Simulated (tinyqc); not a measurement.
Worked calculation: sp3 tight binding, zinc-blende lattice. Computed by tinyqc, a small Python program that keeps every step. Command: `OMP_NUM_THREADS=1 python tinyqc.py 22627 22628 out.jsonl` (the two numbers bound the seeds that draw the settings). One thread of a shared host (Intel(R) Xeon(R) Processor @ 2.60GHz), about 0.01 s of CPU time with the checks.

## Bloch Hamiltonian at k

Parameters chosen for this model: zinc-blende lattice, anion at 0, cation at a/4 (1,1,1); V = eta hbar^2 / (m d^2), hbar^2/m = 7.619964 eV angstrom^2:

| parameter | value | unit |
|---|---|---|
| a | 6.360000 | angstrom |
| d | 2.753961 | angstrom |
| Es anion | -13.240000 | eV |
| Ep anion | -6.970000 | eV |
| Es cation | -13.240000 | eV |
| Ep cation | -6.970000 | eV |
| eta ss | -1.320000 |  |
| eta sp | 1.420000 |  |
| eta pp sigma | 2.220000 |  |
| eta pp pi | -0.630000 |  |
| V ss | -1.326207 | eV |
| V sp | 1.426677 | eV |
| V pp sigma | 2.230439 | eV |
| V pp pi | -0.632962 | eV |

k point k (2 pi / a): -0.050000  0.660000  0.090000

Slater-Koster rules over the four bonds with direction cosines (l, m, n): ss V_ss; s-px l V_sp; px-s -l V_sp; px-px l^2 V_pps + (1 - l^2) V_ppp; px-py l m (V_pps - V_ppp); each times exp(i k.d).

H(k) at k (eV), lower triangle (Hermitian):
```
                      a s                a px                 a py                 a pz
a s            -13.240000
a px             0.000000           -6.970000
a py             0.000000            0.000000            -6.970000
a pz             0.000000            0.000000             0.000000            -6.970000
c s   -2.665196+0.050478i  0.398357-0.130277i  -0.018541+2.799000i  -0.220286+0.235587i
c px  -0.398357+0.130277i  0.646108-0.012237i   0.255260-0.272991i   0.021485-3.243387i
c py   0.018541-2.799000i  0.255260-0.272991i   0.646108-0.012237i  -0.461602+0.150960i
c pz   0.220286-0.235587i  0.021485-3.243387i  -0.461602+0.150960i   0.646108-0.012237i

             c s       c px       c py       c pz
c s   -13.240000
c px    0.000000  -6.970000
c py    0.000000   0.000000  -6.970000
c pz    0.000000   0.000000   0.000000  -6.970000
```

## Levels at k

Diagonalise the Hermitian matrix.

eigenvalues (eV): -16.685286  -12.335635  -10.336538  -10.286726  -5.956816  -5.489752  -3.642199  -3.567050

weights |c|^2 of the basis functions:
```
        band 1    band 2    band 3    band 4    band 5    band 6    band 7    band 8
a s   0.465065  0.359963  0.002198  0.001701  0.135205  0.034495  0.000110  0.001262
a px  0.000419  0.008317  0.284218  0.199162  0.014019  0.006112  0.225699  0.262055
a py  0.034092  0.126403  0.013576  0.007394  0.346406  0.456602  0.000313  0.015214
a pz  0.000424  0.005317  0.200008  0.291743  0.004370  0.002791  0.273878  0.221469
c s   0.465065  0.359963  0.002198  0.001701  0.135205  0.034495  0.000110  0.001262
c px  0.000419  0.008317  0.284218  0.199162  0.014019  0.006112  0.225699  0.262055
c py  0.034092  0.126403  0.013576  0.007394  0.346406  0.456602  0.000313  0.015214
c pz  0.000424  0.005317  0.200008  0.291743  0.004370  0.002791  0.273878  0.221469
```

## Bloch Hamiltonian at X

k point X (2 pi / a): 1  0  0

As before.

H(k) at X (eV), lower triangle (Hermitian):
```
                     a s                a px                a py                a pz
a s           -13.240000
a px            0.000000           -6.970000
a py            0.000000            0.000000           -6.970000
a pz            0.000000            0.000000            0.000000           -6.970000
c s             0.000000  0.000000+3.294770i            0.000000            0.000000
c px  0.000000-3.294770i            0.000000            0.000000            0.000000
c py            0.000000            0.000000            0.000000  0.000000-3.817869i
c pz            0.000000            0.000000  0.000000-3.817869i            0.000000

             c s       c px       c py       c pz
c s   -13.240000
c px    0.000000  -6.970000
c py    0.000000   0.000000  -6.970000
c pz    0.000000   0.000000   0.000000  -6.970000
```

## Levels at X

As before.

eigenvalues (eV): -14.652937  -14.652937  -10.787869  -10.787869  -5.557063  -5.557063  -3.152131  -3.152131

## Bands along a path

The same steps at evenly spaced points between the labelled ones.

Bands along the path (eV):

| k | band 1 | band 2 | band 3 | band 4 | band 5 | band 6 | band 7 | band 8 |
|---|---|---|---|---|---|---|---|---|
| L | -16.531650 | -13.228151 | -9.521944 | -9.521944 | -7.504294 | -4.418056 | -4.418056 | -3.155905 |
| L-G 0.20 | -16.845340 | -12.775013 | -9.429363 | -9.429363 | -7.471394 | -4.510637 | -4.510637 | -3.328253 |
| L-G 0.40 | -17.461802 | -11.741506 | -9.168596 | -9.168596 | -7.394295 | -4.771404 | -4.771404 | -3.822397 |
| L-G 0.60 | -18.031801 | -10.489154 | -8.795497 | -8.795497 | -7.341473 | -5.144503 | -5.144503 | -4.557573 |
| L-G 0.80 | -18.412327 | -9.213039 | -8.425265 | -8.425265 | -7.467373 | -5.514735 | -5.514735 | -5.327260 |
| G | -18.544828 | -8.256019 | -8.256019 | -8.256019 | -7.935172 | -5.683981 | -5.683981 | -5.683981 |
| G-X 0.20 | -18.367329 | -9.212083 | -8.669357 | -8.669357 | -7.175802 | -5.664786 | -5.270643 | -5.270643 |
| G-X 0.40 | -17.846418 | -10.471943 | -9.443536 | -9.443536 | -6.486772 | -5.614867 | -4.496464 | -4.496464 |
| G-X 0.60 | -17.015865 | -11.846268 | -10.149872 | -10.149872 | -6.001535 | -5.556332 | -3.790128 | -3.790128 |
| G-X 0.80 | -15.928742 | -13.265481 | -10.622692 | -10.622692 | -5.702639 | -5.523138 | -3.317308 | -3.317308 |
| X | -14.652937 | -14.652937 | -10.787869 | -10.787869 | -5.557063 | -5.557063 | -3.152131 | -3.152131 |
| X-W 0.20 | -14.652937 | -14.652937 | -10.787869 | -10.787869 | -5.557063 | -5.557063 | -3.152131 | -3.152131 |
| X-W 0.40 | -14.652937 | -14.652937 | -10.787869 | -10.787869 | -5.557063 | -5.557063 | -3.152131 | -3.152131 |
| X-W 0.60 | -14.652937 | -14.652937 | -10.787869 | -10.787869 | -5.557063 | -5.557063 | -3.152131 | -3.152131 |
| X-W 0.80 | -14.652937 | -14.652937 | -10.787869 | -10.787869 | -5.557063 | -5.557063 | -3.152131 | -3.152131 |
| W | -14.652937 | -14.652937 | -10.787869 | -10.787869 | -5.557063 | -5.557063 | -3.152131 | -3.152131 |

With 4 band(s) filled, the highest filled level on these points lies at G and the lowest empty one at G: a gap of 0.3208 eV, direct.
